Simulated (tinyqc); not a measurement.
# Crystallisation kinetics and data retention of a phase-change cell: effects of single changes

Johnson-Mehl-Avrami-Kolmogorov law X = 1 - exp(-y^n), y = integral of k dt, k = (1/100 s) exp[-(Ec q/kB)(1/T - 1/T1)].

Inputs (values chosen for the exercise); values of the order of Ge-Sb-Te and related chalcogenides:
```
symbol,value,unit,meaning
Ec,1.94,eV,activation energy of crystallisation
T1,460,K,temperature at which the rate k is 1/(100 s)
n,4,,Avrami exponent
Xf,0.3,,crystalline share at which the state is lost
T,339,K,storage temperature
```

Constants: q = 1.602176634e-19 C, kB = 1.380649e-23 J/K. Results are converted to the units shown.

Each table varies one quantity; the others keep the values above.

## Kissinger analysis

Tp is the temperature of the largest dX/dt on a ramp of rate b (b in K/min in the logarithm).

Result of one run:

| b (K/min) | Tp (K) | q/kB Tp (1/eV) | ln(b/Tp^2) | X at the peak |
|---|---|---|---|---|
| 10 | 465.6 | 24.93 | -9.984 | 0.6285 |

What becomes of these results when the heating rate b is changed from 10 to 50 K/min, all else the same?

Result of the changed run:

| b (K/min) | Tp (K) | q/kB Tp (1/eV) | ln(b/Tp^2) | X at the peak |
|---|---|---|---|---|
| 50 | 480.9 | 24.13 | -8.439 | 0.6284 |

The whole series:

| b (K/min) | Tp (K) | q/kB Tp (1/eV) | ln(b/Tp^2) | X at the peak |
|---|---|---|---|---|
| 0.5 | 439.4 | 26.41 | -12.86 | 0.6287 |
| 1 | 445.2 | 26.07 | -12.20 | 0.6287 |
| 2 | 451.1 | 25.72 | -11.53 | 0.6286 |
| 5 | 459.2 | 25.27 | -10.65 | 0.6286 |
| 10 | 465.6 | 24.93 | -9.984 | 0.6285 |
| 20 | 472.1 | 24.58 | -9.319 | 0.6285 |
| 50 | 480.9 | 24.13 | -8.439 | 0.6284 |
| 100 | 487.9 | 23.79 | -7.775 | 0.6284 |

Tp rises from 439 to 488 K. The slope of ln(b/Tp^2) against q/kB Tp between the end rows is -1.939 eV, against Ec = 1.94 eV, and X at the peak stays near 1 - 1/e = 0.632 (0.629 to 0.628).

## Effect of the activation energy at a fixed measured point

Same model as above.

At fixed T the state fails at t = (-ln(1 - Xf))^(1/n)/k; ten years are 3.15576e8 s. k at T1 is held.

Effect of the activation energy at a fixed measured point:

| Ec (eV) | temperature for ten years (K) | time to fail at T (years) |
|---|---|---|
| 1.5 | 328.04 | 1.7981 |
| 1.8 | 344.51 | 26.790 |
| 2.1 | 357.33 | 399.16 |
| 2.4 | 367.58 | 5947.2 |
| 2.7 | 375.97 | 88610 |
| 3 | 382.97 | 1.3202e6 |
| 3.3 | 388.89 | 1.9671e7 |
| 3.6 | 393.97 | 2.9308e8 |

What does the comparison show?

The ten-year temperature rises from 328 to 394 K, and the projected life at 339 K spans 8.21 decades: an error of 0.1 eV changes it by a factor of 2.46.

Range of the model: One Arrhenius rate is assumed; incubation, growth from the boundary and the non-Arrhenius kinetics of the supercooled liquid are left out.

Computed by the program tinyqc: `OMP_NUM_THREADS=1 python tinyqc.py 2490142 2490143 out.jsonl`, one thread of a shared Intel Xeon 2.30GHz, about 0.02 s for the whole run.
